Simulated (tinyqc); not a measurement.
# Changing the fraction x of B sites

Model: two-sublattice mean-field magnet: ferrimagnet, compensation points and susceptibility. Computed by tinyqc, a small Python program. Command: `OMP_NUM_THREADS=1 python tinyqc.py 3009267 3009268 out.jsonl ferri sweep`. One thread of a shared host (Intel(R) Xeon(R) Processor @ 2.30GHz), about 0.04 s of CPU time with the checks.

A random alloy A(1-x)B(x) with H = -sum over pairs J S_i.S_j. a = <S_A> and b = <S_B> are taken along z, a > 0. Exchange fields: h_A = (1 - x) zJ_AA a + x zJ_AB b, h_B = (1 - x) zJ_AB a + x zJ_BB b; a = S_A B_(S_A)(S_A h_A/(k_B T)) and likewise for b, with the Brillouin function B_S(y) = [(2S + 1)/(2S)] coth[(2S + 1) y/(2S)] - [1/(2S)] coth[y/(2S)].

Inputs (values chosen for the exercise, for a model ferrimagnet): spin S_A = 2; spin S_B = 1.5; g factor g_A = 2.1; g factor g_B = 2; z J_AA = 15.1 meV; z J_BB = 0.68 meV; z J_AB = -5.9 meV; T over T_c = 0.77; largest number of steps = 3000.

Constants: k_B = 8.617333262e-05 eV/K.

Method:
- Linearised, T (a, b) = M (a, b) with M_ij = S_i (S_i + 1) c_j zJ_ij/(3 k_B), c_A = 1 - x, c_B = x. T_c is the larger eigenvalue, and its eigenvector gives b/a at onset, (T_c - M_AA)/M_AB.
- Repeat from a = S_A, b = -S_B until a and b change by less than 1e-10.
- Net moment m = (1 - x) g_A a + x g_B b in mu_B per site; net spin s = (1 - x) a + x b. At T = 0, a = S_A and b = -S_B. Effective g = m/s.
- T_M: m = 0; T_A: s = 0; searched between 0.02 and 0.97 T_c, and given as 0 if there is no change of sign.

One run for each value; columns: (1) fraction x of B sites; (2) m at T = 0 (mu_B); (3) magnetic compensation T_M (K); (4) T_c (K); (5) net moment m (mu_B); (6) angular-momentum compensation T_A (K):
```
(1)     (2)  (3)     (4)     (5)  (6)
0.08  3.624    0  325.08  2.5513    0
0.13  3.264    0  309.20  2.3729    0
0.18  2.904    0  293.31  2.1946    0
0.24  2.472    0  274.21  1.9806    0
0.29  2.112    0  258.27  1.8024    0
0.34  1.752    0  242.31  1.6242    0
0.39  1.392    0  226.31  1.4461    0
0.45  0.960    0  207.07  1.2325    0
0.50  0.600    0  190.98  1.0547    0
0.55  0.240    0  174.83  0.8772    0
```

What does the table show, and why?

Over the rows, m at T = 0 (mu_B) falls from 3.62 to 0.240; magnetic compensation T_M (K) does not change; T_c (K) falls from 325 to 175 (exponent d ln y / d ln x -0.10 between the first rows and -0.93 between the last). A zero marks no compensation point.

Extremes, crossings and ranges named in words are read from the listed rows.
